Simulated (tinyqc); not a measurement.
Double-gate transistor below threshold, two-dimensional Poisson equation on a small mesh: one step of the calculation.

Half of a symmetric double-gate structure: row 0 is the mid-plane of the body, where the normal field vanishes. Mobile charge is neglected (subthreshold), the body is fully depleted, and potentials are counted from the intrinsic level; rows run upward to the gate, columns from source to drain.

Problem. Barrier, swing and barrier lowering. The barrier is read along row 0, the path farthest from the gate. Take the node j of lowest psi: barrier Vbi - psi_j; swing Vt ln 10/(d psi_j/dVg); DIBL = (d psi_j/dVd)/(d psi_j/dVg). The derivatives solve the same equations with s = 0 and a unit change of that voltage.

Inputs (values chosen for the exercise):

| symbol | value | unit | meaning |
|---|---|---|---|
| T | 273 | K | temperature |
| Vbi | 0.46 | V | potential of the source |

Constants: q = 1.602176634e-19 C, kB = 1.380649e-23 J/K, Vt = kB T/q. Results are converted to the units shown.

converged psi (V):
```
	j=0	j=1	j=2	j=3	j=4	j=5	j=6
row 0	0.46000000	0.12802934	0.01649559	-0.00707277	0.02115650	0.14470232	0.51000000
row 1	0.46000000	0.12471946	0.01660698	-0.00602730	0.02107803	0.14084195	0.51000000
row 2	0.46000000	0.11444212	0.01706961	-0.00278459	0.02097991	0.12886609	0.51000000
row 3	0.46000000	0.09611173	0.01829462	0.00297153	0.02130310	0.10754263	0.51000000
row 4	0.24000000	0.06058130	0.01974670	0.01180363	0.02130321	0.06656269	0.26500000
row 5	0.02000000	0.02000000	0.02000000	0.02000000	0.02000000	0.02000000	0.02000000
```

d psi/dVg on row 0: j=0 0.00000000, j=1 0.66158606, j=2 0.88868247, j=3 0.93886195, j=4 0.88868247, j=5 0.66158606, j=6 0.00000000
d psi/dVd on row 0: j=0 0.0000000, j=1 0.0024771, j=2 0.0090497, j=3 0.0305690, j=4 0.1022678, j=5 0.3359368, j=6 1.0000000

Find: j; barrier; swing; DIBL.

Solution.

j = 3
barrier = 0.46707 V
swing = 57.697 mV/decade
DIBL = 32.560 mV/V

Program tinyqc, `OMP_NUM_THREADS=1 python tinyqc.py 2480119 2480120 out.jsonl`; Intel Xeon 2.30GHz, shared host, one thread, about 0.1 s.
